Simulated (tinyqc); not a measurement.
Permeation of metal atoms or ions through a thin barrier or dielectric: time lag, field-aided drift and lifetime: one step, computed by the program tinyqc. Command: `OMP_NUM_THREADS=1 python tinyqc.py 3022439 3022440 out.jsonl barrier walk`. One thread of a shared host (Intel(R) Xeon(R) Processor @ 2.30GHz), about 0.01 s of CPU time with the checks.

The film 0 < x < d is empty at first; C = C0 at x = 0 and C = 0 at x = d. dC/dt = D d2C/dx2 - v dC/dx with drift v = D z e V/(k_B T d) (uniform field, no space charge).

Task: Dose at time s. Steady flux J = (D C0/d) P/(1 - exp(-P)); time lag in units of d^2/D: s_L = [P (1 + exp(-P))/(1 - exp(-P)) - 2]/P^2 (P = 0: J = D C0/d, s_L = 1/6). Dose through the film Q(s) = C0 d {f (s - s_L) - 2 exp(P/2) sum_(n=1..200) (-1)^n n^2 pi^2 exp(-l_n s)/l_n^2}, l_n = n^2 pi^2 + P^2/4, f = P/(1 - exp(-P)) the relative flux.

Inputs (values chosen for the exercise, for a model case: doubly charged vacancies through an oxide):

| quantity | value | unit |
|---|---|---|
| thickness d | 22 | nm |
| prefactor D0 | 160 | cm^2/s |
| concentration at the source side C0 | 4e+14 | 1/cm^3 |
| test temperature T | 125 | C |
| time in units of d^2/D, s | 0.022 | - |

Peclet number P = 2.098519

time scale d^2/D = 15918.77 s

Give: Q/(C0 d); dose Q; time.

Result:

Q/(C0 d) = 4.258e-07

dose Q = 374.7 1/cm^2

time = 350.2 s

Caution: a prefactor D0 above about 10 cm^2/s is far larger than atomic jumps allow; it only sets the time scale of the exercise.
